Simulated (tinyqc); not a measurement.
# A tight-binding chain with uneven site energies, recursive Green functions: effects of single changes

The device has N = 7 slices of 1 site(s), nearest-neighbour hopping -t, and site energies U; the leads are semi-infinite continuations with site energy 0. V = <i+1|H|i> = -t 1.

Parameters, values chosen for the exercise: hopping (matrix element -t) t = 1 eV; site energies, slice by slice U = [-0.04, 0.06, 0.18, 0.04, 0.01, 0.3, 0.06] eV; energy E = -1.28 eV.

Each table varies one quantity; the others keep the values above.

## The device repeated

Sigma = t^2 g(E), g(x) = (x - i sqrt(4 t^2 - x^2))/(2 t^2) for |x| < 2 t and (x - sign(x) sqrt(x^2 - 4 t^2))/(2 t^2) otherwise; Gamma = i (Sigma - Sigma^dagger); both leads give the same. Forward pass: g_1 = (E - H_1 - Sigma)^(-1), g_i = (E - H_i - V g_(i-1) V^dagger)^(-1), with Sigma also subtracted on the last slice; G_(i,1) = g_i V G_(i-1,1), starting from g_1. H_i is the block of slice i, its site energy. T(E) = Tr[Gamma G_(N,1) Gamma G_(N,1)^dagger]. The list U is repeated k times, so the device has k N slices.

The device repeated:

| k | T(E) | ln T(E) |
|---|---|---|
| 1 | 0.9197 | -0.08375 |
| 2 | 0.7805 | -0.2478 |
| 3 | 0.6992 | -0.3579 |
| 4 | 0.7051 | -0.3494 |
| 5 | 0.7973 | -0.2266 |
| 6 | 0.9375 | -0.06453 |
| 8 | 0.9008 | -0.1045 |
| 10 | 0.6948 | -0.3642 |
| 12 | 0.8150 | -0.2045 |

What does the table show?

T(E) moves between 0.695 and 0.938 and does not die away: at least one band of the periodic structure that the repeats form is open at this energy.

## Transmission against energy

Same model as above.

Transmission against energy:

| E (eV) | open modes | T(E) | T(E) per open mode |
|---|---|---|---|
| -1.9 | 1 | 0.4891 | 0.4891 |
| -1.58 | 1 | 0.9847 | 0.9847 |
| -1.27 | 1 | 0.9191 | 0.9191 |
| -0.95 | 1 | 0.9407 | 0.9407 |
| -0.63 | 1 | 0.9782 | 0.9782 |
| -0.32 | 1 | 0.9913 | 0.9913 |
| 0 | 1 | 0.9912 | 0.9912 |
| 0.32 | 1 | 0.9919 | 0.9919 |
| 0.63 | 1 | 0.9887 | 0.9887 |
| 0.95 | 1 | 0.9631 | 0.9631 |
| 1.27 | 1 | 0.9180 | 0.9180 |
| 1.58 | 1 | 0.9181 | 0.9181 |
| 1.9 | 1 | 0.9517 | 0.9517 |

Read the table: what changes, and by how much?

T(E) lies between 0.489 (E = -1.9 eV) and 0.992 (E = 0.32 eV) in these rows. The leads offer 1 open mode(s), of which the mean share 0.93 is transmitted.

## Effect of the strength of the potential

Same model as above.

All U are multiplied by the factor sc.

Results:

| sc | T(E) | reflection, modes - T(E) |
|---|---|---|
| 0 | 1.0000 | 0 |
| 0.38 | 0.98705 | 0.012954 |
| 0.75 | 0.95229 | 0.047714 |
| 1.12 | 0.90223 | 0.097770 |
| 1.5 | 0.84314 | 0.15686 |
| 1.88 | 0.78384 | 0.21616 |
| 2.62 | 0.68726 | 0.31274 |
| 3 | 0.65304 | 0.34696 |

Estimate the missing row, sc = 2.25.

Computed row:

| sc | T(E) | reflection, modes - T(E) |
|---|---|---|
| 2.25 | 0.73129 | 0.26871 |

With this row back in the table: T(E) falls from 1.00 to 0.653. At sc = 0 the device equals the leads and transmits all 1 open mode(s). Between the first two non-zero rows the reflection goes as sc^(1.92); weak scattering gives sc^2.

Numbers from tinyqc (`OMP_NUM_THREADS=1 python tinyqc.py 2660109 2660110 out.jsonl`; about 0.02 s on one thread of a shared Intel Xeon 2.30GHz).
